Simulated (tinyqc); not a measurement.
## Gap voltage and exponent from three temperatures

Problem. At constant current VBE(T) = Vg0 - a T - eta (kB T/q) ln T, where a is a constant. Find Vg0, eta and dVBE/dT at the middle temperature.

Constants: q = 1.602176634e-19 C, kB = 1.380649e-23 J/K. Results are converted to the units shown.

T (K): 233  253  300
VBE at a constant current (V): 0.7539297774  0.7072335503  0.5952642933

Answer. The relation is linear in Vg0, a and eta, so three points give a linear system; the slope is (VBE - Vg0 - eta kB T/q)/T. eta rests on the curvature of VBE(T) alone, so real fits need accuracy of some tens of microvolts or better.

Vg0 = 1.208 V
eta = 4.300
dVBE/dT = -2.350 mV/K

tinyqc, about 0.02 s, one thread, Intel Xeon 2.30GHz (shared host): `OMP_NUM_THREADS=1 python tinyqc.py 2062109 2062110 out.jsonl`
